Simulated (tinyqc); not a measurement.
# Trap density and cross-section from the conductance peak

Problem. For a continuum of interface traps on an n-type substrate Gp/w peaks at 2 pi f tau = 1.9803 with the height 0.40237 q Dit, and tau = 1/(sn vth Nd exp(psi/Vt)) with psi = ps. Find Dit, tau and sn.

Parameters, values chosen for the exercise:
- T = 300 K (temperature)
- Nd = 3.3e16 cm^-3 (donor density)
- ps = -0.189 V (band bending psi)
- vth = 2.1e7 cm/s (thermal velocity)

Constants: q = 1.602176634e-19 C, kB = 1.380649e-23 J/K, Vt = kB T/q. Results are converted to the units shown.

peak Gp/w = 8.3806816 nF/cm^2
frequency of the peak = 12260.365 Hz

Solution. The height gives Dit, the position tau, and tau with the surface density gives sn.

Dit = 1.300e11 cm^-2 eV^-1
tau = 2.571e-5 s
sn = 8.400e-17 cm^2

Program tinyqc, `OMP_NUM_THREADS=1 python tinyqc.py 2030046 2030047 out.jsonl`; Intel Xeon 2.30GHz, shared host, one thread, about 0.01 s.
